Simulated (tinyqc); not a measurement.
Energy conservation against the time step: molecular dynamics of a small cluster by velocity Verlet steps. Computed by tinyqc, a small Python program. Command: `OMP_NUM_THREADS=1 python tinyqc.py 3005039 3005040 out.jsonl verlet walk`. One thread of a shared host (Intel(R) Xeon(R) Processor @ 2.30GHz), about 0.2 s of CPU time with the checks.

E = sum_i {sum_j A exp(-p (r_ij/r0 - 1)) - xi sqrt(rho_i)}, rho_i = sum_j exp(-2 q (r_ij/r0 - 1)); the force on i is -sum_j w_ij (R_i - R_j)/r_ij with w_ij = -(2p/r0) A exp(-p (r_ij/r0 - 1)) + (xi q/r0) exp(-2 q (r_ij/r0 - 1)) (rho_i^(-1/2) + rho_j^(-1/2)).

Inputs (values chosen for the exercise, for model atoms):
```
quantity,value,unit
length r0,2.53,angstrom
repulsion A,0.088,eV
hopping xi,0.915,eV
decay p,9.75,-
decay q,3.25,-
atomic mass M,44.9,u
time step dt,3.5,fs
steps,300,-
```

Potential: Gupta.

starting positions (angstrom):
```
,x,y,z
atom 1,-0.03,0.03,-0.04
atom 2,2.34,0.02,-0.03
atom 3,2.33,2.34,-0.02
atom 4,-0.05,2.3,-0.02
atom 5,1.19,1.14,1.65
atom 6,1.19,1.2,-1.7
```

starting velocities (angstrom/fs):
```
,x,y,z
atom 1,-0.0001,-0.00142,0.00187
atom 2,-0.00231,0.00312,-0.00176
atom 3,0.00096,0.00214,-0.00185
atom 4,-0.0004,-0.00074,0.00082
atom 5,0.00026,-0.00047,0.00132
atom 6,0.00158,-0.00262,-0.00041
```

Constants: 1 eV/(angstrom u) = 9.648533212e-03 angstrom/fs^2; k_B = 8.617333262e-05 eV/K.

Method:
- Relax the cluster, diagonalise the Hessian (central differences): omega_max = sqrt(c lambda_max/M). Verlet steps are stable for omega_max dt < 2.
- Velocity Verlet: a = c F/M with c = 9.648533212e-3 angstrom/fs^2 per eV/(angstrom u); R(new) = R + v dt + a dt^2/2; v(new) = v + (a + a(new)) dt/2. Kinetic energy K = M v^2/(2c); temperature T = 2K/((3N - 3) k_B), rotation of the cluster included.
- Runs without thermostat over the same span of time, steps x dt; spread = largest minus smallest value. For contrast, the energy gained over the first 30 dt (dt of the inputs) by explicit Euler steps: R(new) = R + v dt, v(new) = v + a dt.

omega_max dt = 0.206857

Energy error (eV):
```
dt (fs),omega_max dt,"Verlet, spread of U + K","Euler, gain in U + K"
0.4375,0.02586,6.7970e-06,0.00955
0.8750,0.05171,2.7161e-05,0.02018
1.7500,0.10343,1.0869e-04,0.04518
3.5000,0.20686,4.3462e-04,0.11435
7.0000,0.41371,1.6898e-03,0.37478
10.5000,0.62057,3.8561e-03,0.92849
```

What does the comparison show, and why?

The Verlet error grows as dt^2.00 between the first rows, the second order of the method. Euler steps gain energy steadily: over that short span the gain in the first row is already 1400 times the Verlet spread of the whole run, and it grows as dt^1.08, tending to the first order of that method as dt shrinks.

Extremes, crossings and ranges named in words are read from the listed rows.
